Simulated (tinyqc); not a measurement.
UHF in the sto-6g basis, for Li, spin multiplicity 2, step by step (part 1 of 2). This run ends on a higher stationary point, not on the lowest solution. Computed by tinyqc, a small Python program that keeps every step (integrals from PySCF). Settings: charge = 0, multiplicity = 2, basis = sto-6g, energy threshold = 1e-08, iteration cap = 88, orthogonalisation = symmetric, start = highest core orbitals, DIIS depth = 6, shift = 1.0, method = UHF. Command: `OMP_NUM_THREADS=1 python tinyqc.py 22214 22215 out.jsonl` (the two numbers bound the seeds that draw the settings). One thread of a shared host (Intel(R) Xeon(R) Processor @ 2.60GHz), about 0.2 s of CPU time with the checks. Later iterations appear only in the table of the cycle.

## One-electron integrals

Geometry (angstrom):
```
atom       x       y       z
Li    0.0000  0.0000  0.0000
```

Basis sto-6g: exponents (1/bohr^2) and contraction coefficients of normalised primitives:
```
element  l (shell)  exponent  coefficient
Li           s (1)  167.1758       0.0092
Li           s (1)   30.6515       0.0494
Li           s (1)    8.5752       0.1685
Li           s (1)    2.9458       0.3706
Li           s (1)    1.1439       0.4165
Li           s (1)    0.4711       0.1303
Li           s (2)    6.5976      -0.0133
Li           s (2)    1.3058      -0.0470
Li           s (2)    0.4059      -0.0338
Li           s (2)    0.1561       0.2502
Li           s (2)    0.0678       0.5951
Li           s (2)    0.0311       0.2407
Li           p (3)    6.5976       0.0038
Li           p (3)    1.3058       0.0377
Li           p (3)    0.4059       0.1739
Li           p (3)    0.1561       0.4180
Li           p (3)    0.0678       0.4259
Li           p (3)    0.0311       0.1017
```

Overlap, kinetic and nuclear-attraction integrals over the contracted functions; the nuclear repulsion is the sum of Za Zb / Rab.

nuclear repulsion = 0 hartree

overlap S, order 1Li 1s, 1Li 2s, 1Li 2px, 1Li 2py, 1Li 2pz:
```
[[1.0000, 0.2357, 0.0000, 0.0000, 0.0000],
 [0.2357, 1.0000, 0.0000, 0.0000, 0.0000],
 [0.0000, 0.0000, 1.0000, 0.0000, 0.0000],
 [0.0000, 0.0000, 0.0000, 1.0000, 0.0000],
 [0.0000, 0.0000, 0.0000, 0.0000, 1.0000]]
```

kinetic energy T (hartree), order 1Li 1s, 1Li 2s, 1Li 2px, 1Li 2py, 1Li 2pz:
```
[[3.6167, -0.1107, 0.0000, 0.0000, 0.0000],
 [-0.1107, 0.1065, 0.0000, 0.0000, 0.0000],
 [0.0000, 0.0000, 0.3200, 0.0000, 0.0000],
 [0.0000, 0.0000, 0.0000, 0.3200, 0.0000],
 [0.0000, 0.0000, 0.0000, 0.0000, 0.3200]]
```

nuclear attraction V (hartree), order 1Li 1s, 1Li 2s, 1Li 2px, 1Li 2py, 1Li 2pz:
```
[[-8.0671, -0.8284, 0.0000, 0.0000, 0.0000],
 [-0.8284, -1.2000, 0.0000, 0.0000, 0.0000],
 [0.0000, 0.0000, -1.2000, 0.0000, 0.0000],
 [0.0000, 0.0000, 0.0000, -1.2000, 0.0000],
 [0.0000, 0.0000, 0.0000, 0.0000, -1.2000]]
```

core Hamiltonian H = T + V (hartree), order 1Li 1s, 1Li 2s, 1Li 2px, 1Li 2py, 1Li 2pz:
```
[[-4.4504, -0.9391, 0.0000, 0.0000, 0.0000],
 [-0.9391, -1.0935, 0.0000, 0.0000, 0.0000],
 [0.0000, 0.0000, -0.8800, 0.0000, 0.0000],
 [0.0000, 0.0000, 0.0000, -0.8800, 0.0000],
 [0.0000, 0.0000, 0.0000, 0.0000, -0.8800]]
```

## Two-electron integrals

Functions are numbered as in S; the eight-fold symmetry (ij|kl) = (ji|kl) = (kl|ij) leaves the list below.

Two-electron integrals (ij|kl) in chemists' order, unique and non-zero (hartree):
```
(11|11) 1.6812   (21|11) 0.2426   (21|21) 0.0445   (22|11) 0.3972
(22|21) 0.0903   (22|22) 0.2906   (31|31) 0.0094   (32|31) 0.0143
(32|32) 0.0642   (33|11) 0.3972   (33|21) 0.0903   (33|22) 0.2906
(33|33) 0.3131   (41|41) 0.0094   (42|41) 0.0143   (42|42) 0.0642
(43|43) 0.0169   (44|11) 0.3972   (44|21) 0.0903   (44|22) 0.2906
(44|33) 0.2794   (44|44) 0.3131   (51|51) 0.0094   (52|51) 0.0143
(52|52) 0.0642   (53|53) 0.0169   (54|54) 0.0169   (55|11) 0.3972
(55|21) 0.0903   (55|22) 0.2906   (55|33) 0.2794   (55|44) 0.2794
(55|55) 0.3131
```

## Orthogonalisation

S = U s U^T; symmetric (Loewdin) form X = U s^(-1/2) U^T, so that X^T S X = 1.

eigenvalues of S: [0.7643, 1.0000, 1.0000, 1.0000, 1.2357]

X, order 1Li 1s, 1Li 2s, 1Li 2px, 1Li 2py, 1Li 2pz:
```
[[1.0217, -0.1222, 0.0000, 0.0000, 0.0000],
 [-0.1222, 1.0217, 0.0000, 0.0000, 0.0000],
 [0.0000, 0.0000, 1.0000, 0.0000, 0.0000],
 [0.0000, 0.0000, 0.0000, 1.0000, 0.0000],
 [0.0000, 0.0000, 0.0000, 0.0000, 1.0000]]
```

## Starting guess

The start is the highest orbitals of the core Hamiltonian (a deliberately bad start); D(s) = C_occ C_occ^T for each spin.

D(alpha) at the start, order 1Li 1s, 1Li 2s, 1Li 2px, 1Li 2py, 1Li 2pz:
```
[[0.0000, 0.0000, 0.0000, 0.0000, 0.0000],
 [0.0000, 0.0000, 0.0000, 0.0000, 0.0000],
 [0.0000, 0.0000, 0.0000, 0.0000, 0.0000],
 [0.0000, 0.0000, 0.0000, 1.0000, 0.0000],
 [0.0000, 0.0000, 0.0000, 0.0000, 1.0000]]
```

D(beta) at the start, order 1Li 1s, 1Li 2s, 1Li 2px, 1Li 2py, 1Li 2pz:
```
[[0.0000, 0.0000, 0.0000, 0.0000, 0.0000],
 [0.0000, 0.0000, 0.0000, 0.0000, 0.0000],
 [0.0000, 0.0000, 0.0000, 0.0000, 0.0000],
 [0.0000, 0.0000, 0.0000, 0.0000, 0.0000],
 [0.0000, 0.0000, 0.0000, 0.0000, 1.0000]]
```

## Iteration 1: building the Fock matrix

J_ij = sum D_kl (ij|kl) with D = D(alpha) + D(beta), K_ij = sum D_kl (ik|jl) for each spin; F = H + J - K(s); E = tr D H + tr D J / 2 - 0.5 sum_s tr D(s) K(s) + E_nn.

Coulomb J (hartree), order 1Li 1s, 1Li 2s, 1Li 2px, 1Li 2py, 1Li 2pz:
```
[[1.1916, 0.2708, 0.0000, 0.0000, 0.0000],
 [0.2708, 0.8719, 0.0000, 0.0000, 0.0000],
 [0.0000, 0.0000, 0.8381, 0.0000, 0.0000],
 [0.0000, 0.0000, 0.0000, 0.8719, 0.0000],
 [0.0000, 0.0000, 0.0000, 0.0000, 0.9056]]
```

exchange K(alpha) (hartree), order 1Li 1s, 1Li 2s, 1Li 2px, 1Li 2py, 1Li 2pz:
```
[[0.0189, 0.0285, 0.0000, 0.0000, 0.0000],
 [0.0285, 0.1285, 0.0000, 0.0000, 0.0000],
 [0.0000, 0.0000, 0.0338, 0.0000, 0.0000],
 [0.0000, 0.0000, 0.0000, 0.3300, 0.0000],
 [0.0000, 0.0000, 0.0000, 0.0000, 0.3300]]
```

exchange K(beta) (hartree), order 1Li 1s, 1Li 2s, 1Li 2px, 1Li 2py, 1Li 2pz:
```
[[0.0094, 0.0143, 0.0000, 0.0000, 0.0000],
 [0.0143, 0.0642, 0.0000, 0.0000, 0.0000],
 [0.0000, 0.0000, 0.0169, 0.0000, 0.0000],
 [0.0000, 0.0000, 0.0000, 0.0169, 0.0000],
 [0.0000, 0.0000, 0.0000, 0.0000, 0.3131]]
```

F(alpha) (hartree), order 1Li 1s, 1Li 2s, 1Li 2px, 1Li 2py, 1Li 2pz:
```
[[-3.2777, -0.6968, 0.0000, 0.0000, 0.0000],
 [-0.6968, -0.3501, 0.0000, 0.0000, 0.0000],
 [0.0000, 0.0000, -0.0756, 0.0000, 0.0000],
 [0.0000, 0.0000, 0.0000, -0.3381, 0.0000],
 [0.0000, 0.0000, 0.0000, 0.0000, -0.3044]]
```

F(beta) (hartree), order 1Li 1s, 1Li 2s, 1Li 2px, 1Li 2py, 1Li 2pz:
```
[[-3.2683, -0.6825, 0.0000, 0.0000, 0.0000],
 [-0.6825, -0.2859, 0.0000, 0.0000, 0.0000],
 [0.0000, 0.0000, -0.0587, 0.0000, 0.0000],
 [0.0000, 0.0000, 0.0000, -0.0250, 0.0000],
 [0.0000, 0.0000, 0.0000, 0.0000, -0.2875]]
```

total energy of this density = -1.784956 hartree

## Iteration 1: diagonalisation and new density

A level shift of 1 hartree raises the virtual space: F + shift (S - S D(s) S), with D(s) the density of one spin. Diagonalise F' = X^T F X, C = X C', fill 2 alpha and 1 beta electrons from the bottom; D(s) = C_occ C_occ^T. Each column has its largest component positive (the first on a tie).

F' = X^T F X (alpha) (hartree):
```
[[-2.2530, -0.2850, 0.0000, 0.0000, 0.0000],
 [-0.2850, 0.7595, 0.0000, 0.0000, 0.0000],
 [0.0000, 0.0000, 0.9244, 0.0000, 0.0000],
 [0.0000, 0.0000, 0.0000, -0.3381, 0.0000],
 [0.0000, 0.0000, 0.0000, 0.0000, -0.3044]]
```

orbital energies (alpha) (hartree): [-2.2797, -0.3381, -0.3044, 0.7862, 0.9244]

coefficients C (alpha), order 1Li 1s, 1Li 2s, 1Li 2px, 1Li 2py, 1Li 2pz:
```
[[1.0059, 0.0000, 0.0000, -0.2170, 0.0000],
 [-0.0262, 0.0000, 0.0000, 1.0287, 0.0000],
 [0.0000, 0.0000, 0.0000, 0.0000, 1.0000],
 [0.0000, 1.0000, 0.0000, 0.0000, 0.0000],
 [0.0000, 0.0000, 1.0000, 0.0000, 0.0000]]
```

F' = X^T F X (beta) (hartree):
```
[[-2.2457, -0.2791, 0.0000, 0.0000, 0.0000],
 [-0.2791, 0.8232, 0.0000, 0.0000, 0.0000],
 [0.0000, 0.0000, 0.9413, 0.0000, 0.0000],
 [0.0000, 0.0000, 0.0000, 0.9750, 0.0000],
 [0.0000, 0.0000, 0.0000, 0.0000, -0.2875]]
```

orbital energies (beta) (hartree): [-2.2709, -0.2875, 0.8483, 0.9413, 0.9750]

coefficients C (beta), order 1Li 1s, 1Li 2s, 1Li 2px, 1Li 2py, 1Li 2pz:
```
[[1.0066, 0.0000, -0.2134, 0.0000, 0.0000],
 [-0.0299, 0.0000, 1.0286, 0.0000, 0.0000],
 [0.0000, 0.0000, 0.0000, 1.0000, 0.0000],
 [0.0000, 0.0000, 0.0000, 0.0000, 1.0000],
 [0.0000, 1.0000, 0.0000, 0.0000, 0.0000]]
```

D(alpha) after iteration 1, order 1Li 1s, 1Li 2s, 1Li 2px, 1Li 2py, 1Li 2pz:
```
[[1.0118, -0.0264, 0.0000, 0.0000, 0.0000],
 [-0.0264, 0.0007, 0.0000, 0.0000, 0.0000],
 [0.0000, 0.0000, 0.0000, 0.0000, 0.0000],
 [0.0000, 0.0000, 0.0000, 1.0000, 0.0000],
 [0.0000, 0.0000, 0.0000, 0.0000, 0.0000]]
```

D(beta) after iteration 1, order 1Li 1s, 1Li 2s, 1Li 2px, 1Li 2py, 1Li 2pz:
```
[[1.0133, -0.0301, 0.0000, 0.0000, 0.0000],
 [-0.0301, 0.0009, 0.0000, 0.0000, 0.0000],
 [0.0000, 0.0000, 0.0000, 0.0000, 0.0000],
 [0.0000, 0.0000, 0.0000, 0.0000, 0.0000],
 [0.0000, 0.0000, 0.0000, 0.0000, 0.0000]]
```

## Iteration 2: building the Fock matrix

As before.

Coulomb J (hartree), order 1Li 1s, 1Li 2s, 1Li 2px, 1Li 2py, 1Li 2pz:
```
[[3.7750, 0.5767, 0.0000, 0.0000, 0.0000],
 [0.5767, 1.0852, 0.0000, 0.0000, 0.0000],
 [0.0000, 0.0000, 1.0740, 0.0000, 0.0000],
 [0.0000, 0.0000, 0.0000, 1.1077, 0.0000],
 [0.0000, 0.0000, 0.0000, 0.0000, 1.0740]]
```

exchange K(alpha) (hartree), order 1Li 1s, 1Li 2s, 1Li 2px, 1Li 2py, 1Li 2pz:
```
[[1.6977, 0.2481, 0.0000, 0.0000, 0.0000],
 [0.2481, 0.1047, 0.0000, 0.0000, 0.0000],
 [0.0000, 0.0000, 0.0257, 0.0000, 0.0000],
 [0.0000, 0.0000, 0.0000, 0.3220, 0.0000],
 [0.0000, 0.0000, 0.0000, 0.0000, 0.0257]]
```

exchange K(beta) (hartree), order 1Li 1s, 1Li 2s, 1Li 2px, 1Li 2py, 1Li 2pz:
```
[[1.6890, 0.2326, 0.0000, 0.0000, 0.0000],
 [0.2326, 0.0399, 0.0000, 0.0000, 0.0000],
 [0.0000, 0.0000, 0.0088, 0.0000, 0.0000],
 [0.0000, 0.0000, 0.0000, 0.0088, 0.0000],
 [0.0000, 0.0000, 0.0000, 0.0000, 0.0088]]
```

F(alpha) (hartree), order 1Li 1s, 1Li 2s, 1Li 2px, 1Li 2py, 1Li 2pz:
```
[[-2.3731, -0.6105, 0.0000, 0.0000, 0.0000],
 [-0.6105, -0.1130, 0.0000, 0.0000, 0.0000],
 [0.0000, 0.0000, 0.1683, 0.0000, 0.0000],
 [0.0000, 0.0000, 0.0000, -0.0942, 0.0000],
 [0.0000, 0.0000, 0.0000, 0.0000, 0.1683]]
```

F(beta) (hartree), order 1Li 1s, 1Li 2s, 1Li 2px, 1Li 2py, 1Li 2pz:
```
[[-2.3644, -0.5950, 0.0000, 0.0000, 0.0000],
 [-0.5950, -0.0482, 0.0000, 0.0000, 0.0000],
 [0.0000, 0.0000, 0.1852, 0.0000, 0.0000],
 [0.0000, 0.0000, 0.0000, 0.2190, 0.0000],
 [0.0000, 0.0000, 0.0000, 0.0000, 0.1852]]
```

total energy of this density = -7.305521 hartree

## Iteration 2: DIIS over 2 matrices

error matrix X^T (FDS - SDF) X (alpha):
```
[[0.0000, 0.1141, 0.0000, 0.0000, 0.0000],
 [-0.1141, 0.0000, 0.0000, 0.0000, 0.0000],
 [0.0000, 0.0000, 0.0000, 0.0000, 0.0000],
 [0.0000, 0.0000, 0.0000, 0.0000, 0.0000],
 [0.0000, 0.0000, 0.0000, 0.0000, 0.0000]]
```

B (overlaps of the stored error matrices):
```
[[0.0000000e+00, 0.0000000e+00],
 [0.0000000e+00, 5.0423506e-02]]
```

Minimise |sum c_i e_i|^2 with sum c_i = 1: solve [B -1; -1 0][c; lambda] = [0; -1] with B_ij = tr e_i^T e_j summed over both spins, and take F = sum c_i F_i.

DIIS coefficients: [1.0000, 0.0000]

extrapolated F(alpha) (hartree), order 1Li 1s, 1Li 2s, 1Li 2px, 1Li 2py, 1Li 2pz:
```
[[-3.2777, -0.6968, 0.0000, 0.0000, 0.0000],
 [-0.6968, -0.3501, 0.0000, 0.0000, 0.0000],
 [0.0000, 0.0000, -0.0756, 0.0000, 0.0000],
 [0.0000, 0.0000, 0.0000, -0.3381, 0.0000],
 [0.0000, 0.0000, 0.0000, 0.0000, -0.3044]]
```

extrapolated F(beta) (hartree), order 1Li 1s, 1Li 2s, 1Li 2px, 1Li 2py, 1Li 2pz:
```
[[-3.2683, -0.6825, 0.0000, 0.0000, 0.0000],
 [-0.6825, -0.2859, 0.0000, 0.0000, 0.0000],
 [0.0000, 0.0000, -0.0587, 0.0000, 0.0000],
 [0.0000, 0.0000, 0.0000, -0.0250, 0.0000],
 [0.0000, 0.0000, 0.0000, 0.0000, -0.2875]]
```

## Iteration 2: diagonalisation and new density

As before.

F' = X^T F X (alpha) (hartree):
```
[[-3.2443, -0.3779, 0.0000, 0.0000, 0.0000],
 [-0.3779, 0.7508, 0.0000, 0.0000, 0.0000],
 [0.0000, 0.0000, 0.9244, 0.0000, 0.0000],
 [0.0000, 0.0000, 0.0000, -0.3381, 0.0000],
 [0.0000, 0.0000, 0.0000, 0.0000, 0.6956]]
```

orbital energies (alpha) (hartree): [-3.2797, -0.3381, 0.6956, 0.7862, 0.9244]

coefficients C (alpha), order 1Li 1s, 1Li 2s, 1Li 2px, 1Li 2py, 1Li 2pz:
```
[[1.0059, 0.0000, 0.0000, -0.2170, 0.0000],
 [-0.0262, 0.0000, 0.0000, 1.0287, 0.0000],
 [0.0000, 0.0000, 0.0000, 0.0000, 1.0000],
 [0.0000, 1.0000, 0.0000, 0.0000, 0.0000],
 [0.0000, 0.0000, 1.0000, 0.0000, 0.0000]]
```

F' = X^T F X (beta) (hartree):
```
[[-3.2377, -0.3686, 0.0000, 0.0000, 0.0000],
 [-0.3686, 0.8151, 0.0000, 0.0000, 0.0000],
 [0.0000, 0.0000, 0.9413, 0.0000, 0.0000],
 [0.0000, 0.0000, 0.0000, 0.9750, 0.0000],
 [0.0000, 0.0000, 0.0000, 0.0000, 0.7125]]
```

orbital energies (beta) (hartree): [-3.2709, 0.7125, 0.8483, 0.9413, 0.9750]

coefficients C (beta), order 1Li 1s, 1Li 2s, 1Li 2px, 1Li 2py, 1Li 2pz:
```
[[1.0066, 0.0000, -0.2134, 0.0000, 0.0000],
 [-0.0299, 0.0000, 1.0286, 0.0000, 0.0000],
 [0.0000, 0.0000, 0.0000, 1.0000, 0.0000],
 [0.0000, 0.0000, 0.0000, 0.0000, 1.0000],
 [0.0000, 1.0000, 0.0000, 0.0000, 0.0000]]
```

D(alpha) after iteration 2, order 1Li 1s, 1Li 2s, 1Li 2px, 1Li 2py, 1Li 2pz:
```
[[1.0118, -0.0264, 0.0000, 0.0000, 0.0000],
 [-0.0264, 0.0007, 0.0000, 0.0000, 0.0000],
 [0.0000, 0.0000, 0.0000, 0.0000, 0.0000],
 [0.0000, 0.0000, 0.0000, 1.0000, 0.0000],
 [0.0000, 0.0000, 0.0000, 0.0000, 0.0000]]
```

D(beta) after iteration 2, order 1Li 1s, 1Li 2s, 1Li 2px, 1Li 2py, 1Li 2pz:
```
[[1.0133, -0.0301, 0.0000, 0.0000, 0.0000],
 [-0.0301, 0.0009, 0.0000, 0.0000, 0.0000],
 [0.0000, 0.0000, 0.0000, 0.0000, 0.0000],
 [0.0000, 0.0000, 0.0000, 0.0000, 0.0000],
 [0.0000, 0.0000, 0.0000, 0.0000, 0.0000]]
```

## Iteration 3: building the Fock matrix

As before.

Coulomb J (hartree), order 1Li 1s, 1Li 2s, 1Li 2px, 1Li 2py, 1Li 2pz:
```
[[3.7750, 0.5767, 0.0000, 0.0000, 0.0000],
 [0.5767, 1.0852, 0.0000, 0.0000, 0.0000],
 [0.0000, 0.0000, 1.0740, 0.0000, 0.0000],
 [0.0000, 0.0000, 0.0000, 1.1077, 0.0000],
 [0.0000, 0.0000, 0.0000, 0.0000, 1.0740]]
```

exchange K(alpha) (hartree), order 1Li 1s, 1Li 2s, 1Li 2px, 1Li 2py, 1Li 2pz:
```
[[1.6977, 0.2481, 0.0000, 0.0000, 0.0000],
 [0.2481, 0.1047, 0.0000, 0.0000, 0.0000],
 [0.0000, 0.0000, 0.0257, 0.0000, 0.0000],
 [0.0000, 0.0000, 0.0000, 0.3220, 0.0000],
 [0.0000, 0.0000, 0.0000, 0.0000, 0.0257]]
```

exchange K(beta) (hartree), order 1Li 1s, 1Li 2s, 1Li 2px, 1Li 2py, 1Li 2pz:
```
[[1.6890, 0.2326, 0.0000, 0.0000, 0.0000],
 [0.2326, 0.0399, 0.0000, 0.0000, 0.0000],
 [0.0000, 0.0000, 0.0088, 0.0000, 0.0000],
 [0.0000, 0.0000, 0.0000, 0.0088, 0.0000],
 [0.0000, 0.0000, 0.0000, 0.0000, 0.0088]]
```

F(alpha) (hartree), order 1Li 1s, 1Li 2s, 1Li 2px, 1Li 2py, 1Li 2pz:
```
[[-2.3731, -0.6105, 0.0000, 0.0000, 0.0000],
 [-0.6105, -0.1130, 0.0000, 0.0000, 0.0000],
 [0.0000, 0.0000, 0.1683, 0.0000, 0.0000],
 [0.0000, 0.0000, 0.0000, -0.0942, 0.0000],
 [0.0000, 0.0000, 0.0000, 0.0000, 0.1683]]
```

F(beta) (hartree), order 1Li 1s, 1Li 2s, 1Li 2px, 1Li 2py, 1Li 2pz:
```
[[-2.3644, -0.5950, 0.0000, 0.0000, 0.0000],
 [-0.5950, -0.0482, 0.0000, 0.0000, 0.0000],
 [0.0000, 0.0000, 0.1852, 0.0000, 0.0000],
 [0.0000, 0.0000, 0.0000, 0.2190, 0.0000],
 [0.0000, 0.0000, 0.0000, 0.0000, 0.1852]]
```

total energy of this density = -7.305521 hartree

## Iteration 3: DIIS over 3 matrices

error matrix X^T (FDS - SDF) X (alpha):
```
[[0.0000, 0.1141, 0.0000, 0.0000, 0.0000],
 [-0.1141, 0.0000, 0.0000, 0.0000, 0.0000],
 [0.0000, 0.0000, 0.0000, 0.0000, 0.0000],
 [0.0000, 0.0000, 0.0000, 0.0000, 0.0000],
 [0.0000, 0.0000, 0.0000, 0.0000, 0.0000]]
```

B (overlaps of the stored error matrices):
```
[[0.0000000e+00, 0.0000000e+00, 0.0000000e+00],
 [0.0000000e+00, 5.0423506e-02, 5.0423506e-02],
 [0.0000000e+00, 5.0423506e-02, 5.0423506e-02]]
```

As before.

DIIS coefficients: [1.0000, 0.0000, 0.0000]

extrapolated F(alpha) (hartree), order 1Li 1s, 1Li 2s, 1Li 2px, 1Li 2py, 1Li 2pz:
```
[[-3.2777, -0.6968, 0.0000, 0.0000, 0.0000],
 [-0.6968, -0.3501, 0.0000, 0.0000, 0.0000],
 [0.0000, 0.0000, -0.0756, 0.0000, 0.0000],
 [0.0000, 0.0000, 0.0000, -0.3381, 0.0000],
 [0.0000, 0.0000, 0.0000, 0.0000, -0.3044]]
```

extrapolated F(beta) (hartree), order 1Li 1s, 1Li 2s, 1Li 2px, 1Li 2py, 1Li 2pz:
```
[[-3.2683, -0.6825, 0.0000, 0.0000, 0.0000],
 [-0.6825, -0.2859, 0.0000, 0.0000, 0.0000],
 [0.0000, 0.0000, -0.0587, 0.0000, 0.0000],
 [0.0000, 0.0000, 0.0000, -0.0250, 0.0000],
 [0.0000, 0.0000, 0.0000, 0.0000, -0.2875]]
```

## Iteration 3: diagonalisation and new density

As before.

F' = X^T F X (alpha) (hartree):
```
[[-3.2443, -0.3779, 0.0000, 0.0000, 0.0000],
 [-0.3779, 0.7508, 0.0000, 0.0000, 0.0000],
 [0.0000, 0.0000, 0.9244, 0.0000, 0.0000],
 [0.0000, 0.0000, 0.0000, -0.3381, 0.0000],
 [0.0000, 0.0000, 0.0000, 0.0000, 0.6956]]
```

orbital energies (alpha) (hartree): [-3.2797, -0.3381, 0.6956, 0.7862, 0.9244]

coefficients C (alpha), order 1Li 1s, 1Li 2s, 1Li 2px, 1Li 2py, 1Li 2pz:
```
[[1.0059, 0.0000, 0.0000, -0.2170, 0.0000],
 [-0.0262, 0.0000, 0.0000, 1.0287, 0.0000],
 [0.0000, 0.0000, 0.0000, 0.0000, 1.0000],
 [0.0000, 1.0000, 0.0000, 0.0000, 0.0000],
 [0.0000, 0.0000, 1.0000, 0.0000, 0.0000]]
```

F' = X^T F X (beta) (hartree):
```
[[-3.2377, -0.3686, 0.0000, 0.0000, 0.0000],
 [-0.3686, 0.8151, 0.0000, 0.0000, 0.0000],
 [0.0000, 0.0000, 0.9413, 0.0000, 0.0000],
 [0.0000, 0.0000, 0.0000, 0.9750, 0.0000],
 [0.0000, 0.0000, 0.0000, 0.0000, 0.7125]]
```

orbital energies (beta) (hartree): [-3.2709, 0.7125, 0.8483, 0.9413, 0.9750]

coefficients C (beta), order 1Li 1s, 1Li 2s, 1Li 2px, 1Li 2py, 1Li 2pz:
```
[[1.0066, 0.0000, -0.2134, 0.0000, 0.0000],
 [-0.0299, 0.0000, 1.0286, 0.0000, 0.0000],
 [0.0000, 0.0000, 0.0000, 1.0000, 0.0000],
 [0.0000, 0.0000, 0.0000, 0.0000, 1.0000],
 [0.0000, 1.0000, 0.0000, 0.0000, 0.0000]]
```

D(alpha) after iteration 3, order 1Li 1s, 1Li 2s, 1Li 2px, 1Li 2py, 1Li 2pz:
```
[[1.0118, -0.0264, 0.0000, 0.0000, 0.0000],
 [-0.0264, 0.0007, 0.0000, 0.0000, 0.0000],
 [0.0000, 0.0000, 0.0000, 0.0000, 0.0000],
 [0.0000, 0.0000, 0.0000, 1.0000, 0.0000],
 [0.0000, 0.0000, 0.0000, 0.0000, 0.0000]]
```

D(beta) after iteration 3, order 1Li 1s, 1Li 2s, 1Li 2px, 1Li 2py, 1Li 2pz:
```
[[1.0133, -0.0301, 0.0000, 0.0000, 0.0000],
 [-0.0301, 0.0009, 0.0000, 0.0000, 0.0000],
 [0.0000, 0.0000, 0.0000, 0.0000, 0.0000],
 [0.0000, 0.0000, 0.0000, 0.0000, 0.0000],
 [0.0000, 0.0000, 0.0000, 0.0000, 0.0000]]
```

## Iteration 4: building the Fock matrix

As before.

Coulomb J (hartree), order 1Li 1s, 1Li 2s, 1Li 2px, 1Li 2py, 1Li 2pz:
```
[[3.7750, 0.5767, 0.0000, 0.0000, 0.0000],
 [0.5767, 1.0852, 0.0000, 0.0000, 0.0000],
 [0.0000, 0.0000, 1.0740, 0.0000, 0.0000],
 [0.0000, 0.0000, 0.0000, 1.1077, 0.0000],
 [0.0000, 0.0000, 0.0000, 0.0000, 1.0740]]
```

exchange K(alpha) (hartree), order 1Li 1s, 1Li 2s, 1Li 2px, 1Li 2py, 1Li 2pz:
```
[[1.6977, 0.2481, 0.0000, 0.0000, 0.0000],
 [0.2481, 0.1047, 0.0000, 0.0000, 0.0000],
 [0.0000, 0.0000, 0.0257, 0.0000, 0.0000],
 [0.0000, 0.0000, 0.0000, 0.3220, 0.0000],
 [0.0000, 0.0000, 0.0000, 0.0000, 0.0257]]
```

exchange K(beta) (hartree), order 1Li 1s, 1Li 2s, 1Li 2px, 1Li 2py, 1Li 2pz:
```
[[1.6890, 0.2326, 0.0000, 0.0000, 0.0000],
 [0.2326, 0.0399, 0.0000, 0.0000, 0.0000],
 [0.0000, 0.0000, 0.0088, 0.0000, 0.0000],
 [0.0000, 0.0000, 0.0000, 0.0088, 0.0000],
 [0.0000, 0.0000, 0.0000, 0.0000, 0.0088]]
```

F(alpha) (hartree), order 1Li 1s, 1Li 2s, 1Li 2px, 1Li 2py, 1Li 2pz:
```
[[-2.3731, -0.6105, 0.0000, 0.0000, 0.0000],
 [-0.6105, -0.1130, 0.0000, 0.0000, 0.0000],
 [0.0000, 0.0000, 0.1683, 0.0000, 0.0000],
 [0.0000, 0.0000, 0.0000, -0.0942, 0.0000],
 [0.0000, 0.0000, 0.0000, 0.0000, 0.1683]]
```

F(beta) (hartree), order 1Li 1s, 1Li 2s, 1Li 2px, 1Li 2py, 1Li 2pz:
```
[[-2.3644, -0.5950, 0.0000, 0.0000, 0.0000],
 [-0.5950, -0.0482, 0.0000, 0.0000, 0.0000],
 [0.0000, 0.0000, 0.1852, 0.0000, 0.0000],
 [0.0000, 0.0000, 0.0000, 0.2190, 0.0000],
 [0.0000, 0.0000, 0.0000, 0.0000, 0.1852]]
```

total energy of this density = -7.305521 hartree
